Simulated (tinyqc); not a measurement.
# Thin film between two gates, subbands and threshold shift from confinement: two studies

Undoped body with a flat potential across it, hard walls, transport along x. Three valley pairs (g = 2 each) with the longitudinal mass along x, y or z. Non-parabolicity enters the subband edges through E (1 + al E) = gamma, so E = 2 gamma/(1 + sqrt(1 + 4 al gamma)); motion within a subband is taken as parabolic with the band-edge mass. Energies are counted from the bulk band edge.

Parameters, values chosen for the exercise; masses close to those of silicon: temperature T = 300 K; longitudinal mass ml = 0.925 m0; transverse mass mt = 0.193 m0; non-parabolicity al = 0.5 1/eV; film thickness (along z) t = 8.3 nm; widening of the box by penetration into the insulator dl = 0 nm; gate capacitance per area of interface Cg = 3.5 uF/cm^2.

Constants: q = 1.602176634e-19 C, kB = 1.380649e-23 J/K, hbar = 1.054571817e-34 J s, m0 = 9.1093837015e-31 kg, Vt = kB T/q, hbar^2/(2 m0) = 0.0380998212 eV nm^2. Results are converted to the units shown.

Each table varies one quantity; the others keep the values above.

## Confinement against the film thickness

gamma = C (pi k/(t + dl))^2/mz, C = hbar^2/(2 m0). Each subband has N_k = g sqrt(mx my) m0 kB T/(pi hbar^2); without degeneracy n = exp(EF/Vt) sum N_k exp(-E_k/Vt). Classical value Nc times t, Nc = sum over valleys of 2 g (m m0 kB T/(2 pi hbar^2))^1.5 with m = (mx my mz)^(1/3). Threshold shift dVT = Vt ln(classical value/sum N_k exp(-E_k/Vt)). With degeneracy n = sum N_k F((EF - E_k)/Vt), F(x) = ln(1 + exp(x)); gate: Vg = EF + q n/(Cg P), P = 2 (both faces), summed over the 60 lowest subbands at most, with Vg counted from the value that would put EF at the bulk band edge of an empty body. The last two columns are for Vg = 0.4 V; sensitivity d(dVT)/dt by central differences between 0.99 and 1.01 times the value.

Results:
```
t (nm)  E_1 (meV)  gap to the next edge (meV)  dVT (mV)  sensitivity (mV/nm)  n/P (cm^-2)  share of the lowest subband (%)
2           96.93                       249.6     104.5               -79.76     5.247e12                            99.96
2.7         54.29                       148.3     69.46               -30.35     6.015e12                            96.51
3.6         30.89                       87.56     51.27               -14.39     6.773e12                            73.27
4.7         18.24                       52.85     37.94               -10.43     7.467e12                            48.52
6.3         10.19                       29.97     24.92               -5.980     8.023e12                            31.72
8.4         5.745                       17.04     16.30               -2.739     8.403e12                            22.23
15          1.805                       5.396     7.707              -0.6210     8.954e12                            11.46
20          1.016                       3.041     5.477              -0.3205     9.175e12                            8.345
```

Estimate the missing row, t = 11 nm.

Computed row:
```
t (nm)  E_1 (meV)  gap to the next edge (meV)  dVT (mV)  sensitivity (mV/nm)  n/P (cm^-2)  share of the lowest subband (%)
11          3.354                       9.996     11.34               -1.329     8.682e12                            16.27
```

With this row back in the table: As t grows from 2 to 20 nm, E_1 falls from 96.9 to 1.02 meV and dVT falls from 105 to 5.48 mV. E_1 goes as t^(-1.93) at the thin end (-2 for a parabolic band without penetration); a thickness error of 0.2 nm moves the threshold by 16 mV in the first row and 0.064 mV in the last. The charge per interface area rises from 5.25e12 to 9.17e12 cm^-2. For t = 2, 2.7 the body is too thin for bulk effective masses to be reliable. In every row the charge in the last two columns would bend the potential across the body by some 30 mV or more, which is left out.

## Charge and subband filling against gate voltage

Same model as above.

Each subband has N_k = g sqrt(mx my) m0 kB T/(pi hbar^2). Cq = q dn/dEF.

Results:
```
Vg (V)  EF - E_1 (eV)  n (cm^-2)  n/P (cm^-2)  share of the lowest subband (%)  Cq/(Cg P)  total C/(Cg P)
-0.14         -0.1471   5.184e10     2.592e10                            27.16    0.04586         0.04385
-0.02        -0.05975   1.480e12     7.398e11                            26.63      1.275          0.5605
0.11         -0.02353   5.577e12     2.788e12                            25.28      4.486          0.8177
0.23        -0.006192   1.006e13     5.031e12                            24.05      7.556          0.8831
0.36         0.006771   1.518e13     7.588e12                            22.87      10.60          0.9138
0.61          0.02460   2.532e13     1.266e13                            21.04      15.56          0.9396
0.73          0.03143   3.026e13     1.513e13                            20.32      17.58          0.9462
0.86          0.03807   3.565e13     1.783e13                            19.63      19.55          0.9513
```

Estimate the missing row, Vg = 0.48 V.

Computed row:
```
Vg (V)  EF - E_1 (eV)  n (cm^-2)  n/P (cm^-2)  share of the lowest subband (%)  Cq/(Cg P)  total C/(Cg P)
0.48          0.01612   2.001e13     1.001e13                            21.93      13.12          0.9292
```

With this row back in the table: EF passes E_1 = 0.00588 eV at Vg = 0.287 V. The share of the lowest subband falls from 27.2 to 19.6 % and the total capacitance rises from 0.0438 to 0.951 of Cg P. Between the last two rows 5.1 % of the added gate voltage goes into raising EF. For Vg = 0.11, 0.23, 0.36, 0.48, 0.61, 0.73, 0.86 the charge would bend the potential across the body by some 30 mV or more, which is left out.

tinyqc, about 0.06 s, one thread, Intel Xeon 2.30GHz (shared host): `OMP_NUM_THREADS=1 python tinyqc.py 2350127 2350128 out.jsonl`
